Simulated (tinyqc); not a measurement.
# Changing the silicon available t_Si

Model: thermodynamics of metal silicides: hull, first phase, silicon consumed, nucleation and stability against SiO2. Computed by tinyqc, a small Python program. Command: `OMP_NUM_THREADS=1 python tinyqc.py 3014425 3014426 out.jsonl silphase sweep`. One thread of a shared host (Intel(R) Xeon(R) Processor @ 2.30GHz), about 0.01 s of CPU time with the checks.

Entropies of formation of the solids are neglected, so heats stand for free energies. Si fractions: M5Si3 0.3750, MSi 0.5000, MSi2 0.6667.

Inputs (values chosen for the exercise, of the order of those of titanium silicides for heats and volumes only): heat of formation of M5Si3 = -72.2 kJ/mol atoms; heat of formation of MSi = -63.6 kJ/mol atoms; heat of formation of MSi2 = -44.2 kJ/mol atoms; molar volume of M = 10.64 cm^3/mol; molar volume of Si = 12.06 cm^3/mol; metal thickness t = 39 nm.

Phases: M5Si3, MSi, MSi2.

Method. A phase is stable if it lies below every straight line between a phase on its left and one on its right (M and Si at zero). Distance = its heat less the lowest such line, negative for a stable phase. Overall Si fraction x0 = (t_Si/V_Si)/(t_Si/V_Si + t/V_M). In equilibrium the two stable phases that bracket x0 share the atoms by the lever rule.

One run for each value:
```
silicon available t_Si (nm)  overall Si fraction x0  share of atoms in the Si-richer phase
11.7                                        0.20928                                0.55809
32.2                                        0.42144                                0.37151
52.7                                        0.54383                                0.26299
73.1                                        0.62316                                0.73897
93.6                                        0.67922                                0.03766
114.0                                       0.72058                                0.16175
135.0                                       0.75333                                0.25998
155.0                                       0.77809                                0.33428
176.0                                       0.79926                                0.39777
```

Describe and explain the trends.

Over the rows, overall Si fraction x0 rises from 0.209 to 0.799 (exponent d ln y / d ln x 0.69 between the first rows and 0.21 between the last); share of atoms in the Si-richer phase lies between 0.0377 and 0.739 without a single trend. The share restarts from zero each time x0 passes the composition of a stable phase.

Extremes, crossings and ranges named in words are read from the listed rows.
